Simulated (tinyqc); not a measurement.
Pair of shallow donors (hydrogen-like orbitals): one step. One electron on two donors. The numbers come from values chosen for the exercise (near those of two donors in GaN).

Each donor has the orbital exp(-r/a); energy unit Ha* = q/(eps a), q = e^2/(4 pi eps0), so that a lone donor is bound by Ha*/2; x = R/a. One electron: S = (1 + x + x^2/3) exp(-x), j = 1/x - (1 + 1/x) exp(-2x), k = (1 + x) exp(-x); levels E(+/-) = -1/2 - (j +/- k)/(1 +/- S) in Ha*, without the repulsion of the ions, split by D = |E(-) - E(+)|.

Constants: hbar = 6.58211957e-16 eV s.

Ha* = 65.18626 meV
x = 7.829787

Task: Give both levels, the splitting D = |E(-) - E(+)| and the tunnelling frequency D/(2 pi hbar).

Give: E(+), E(-); D; frequency.

Result:

E(+), E(-) (meV): -41.049  -40.785

D = 0.2641 meV
frequency = 63.85 GHz

The second ion deepens the mean level by 8.32 meV, against Ha*/x = 8.33 meV for a point charge.

Computed by tinyqc, a small Python program: `OMP_NUM_THREADS=1 python tinyqc.py 1251465 1251466 out.jsonl` (the numbers bound the seed that draws the inputs); one thread of a shared host (Intel(R) Xeon(R) Processor @ 2.30GHz), about 0.01 s for the whole set of steps.
